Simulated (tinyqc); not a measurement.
## Film and buried-oxide thickness from two coupling ratios

Problem. In a depleted film -dVT/dVb is k1 = Cs Cbox/(Cox (Cs + Cbox)) for a front channel and k2 = Cbox (Cox + Cs)/(Cox Cs) for a back channel, with Cox = eps0 eox/tox, Cs = eps0 eps_r/ts, Cbox = 3.9 eps0/tb. Find ts and tb.

Inputs (values chosen for the exercise); band and dielectric values those of a made-up semiconductor:
- eps_r = 10.6 (relative permittivity)
- eox = 7.44 (relative permittivity of the gate insulator (close to silicon nitride))
- tox = 2.3 nm (insulator thickness)

coupling ratios for a front and a back channel: 0.029111250  0.15191188

Answer. With y = Cox/Cs and z = Cox/Cbox, 1/k1 = y + z and k2 = (1 + y)/z, so y = (k2/k1 - 1)/(1 + k2); the thicknesses follow from y and z.

ts = 12.0 nm
tb = 37.0 nm

Program tinyqc, `OMP_NUM_THREADS=1 python tinyqc.py 2190132 2190133 out.jsonl`; Intel Xeon 2.30GHz, shared host, one thread, about 0.6 s.
